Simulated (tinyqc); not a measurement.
Worked calculation: plane-wave Kohn-Sham cycle with exchange-only LDA in a layered model solid. Computed by tinyqc, a small Python program that keeps every step. Settings: points = 16, plane-wave index or count = 2, electrons = 2, k points = 3, area = 32.0, mixing = 0.1, iteration cap = 68, Kerker q0 = 0.97. Command: `OMP_NUM_THREADS=1 python tinyqc.py 27955 27956 out.jsonl` (the two numbers bound the seeds that draw the settings). One thread of a shared host (Intel(R) Xeon(R) Processor @ 2.60GHz), about 0.02 s of CPU time with the checks.

A solid whose potential varies along x alone (atomic units):
```
parameter                      value
period a                   14.500000
cross-section of the cell  32.000000
electrons per cell                 2
grid points                       16
plane waves -n..n, n               2
k points                           3
V1 in V1 cos(2 pi x/a)     -0.570000
```

Stop when sqrt(dV sum R^2) is below 1e-8, dV = a A/N.

Course of the cycle:
```
iteration  E (hartree)  norm of the residual
1            -1.053995              1.28e-01
2            -1.042608              1.24e-01
3            -1.031499              1.21e-01
4            -1.020694              1.18e-01
5            -1.010210              1.15e-01
6            -1.000055              1.12e-01
7            -0.990234              1.10e-01
8            -0.980745              1.07e-01
9            -0.971584              1.04e-01
10           -0.962748              1.02e-01
11           -0.954228              9.95e-02
...                ...                   ...
58           -0.773657              3.84e-02
59           -0.772386              3.76e-02
60           -0.771167              3.69e-02
61           -0.769997              3.62e-02
62           -0.768875              3.55e-02
63           -0.767800              3.48e-02
64           -0.766768              3.42e-02
65           -0.765779              3.35e-02
66           -0.764830              3.29e-02
67           -0.763921              3.23e-02
68           -0.763049              3.16e-02
```

Can the last value be used, and what does the course show?

Not by the stop rule. Not converged within 68 iterations: the residual falls steadily but slowly, by a factor of about 0.98 a step. Reruns (cap 100 unless said): mixing 0.5, Kerker q0 1.0: not converged; mixing 0.3, Pulay depth 5: converged in 12 (E = -0.74427); the original settings with a cap of 400: not converged.
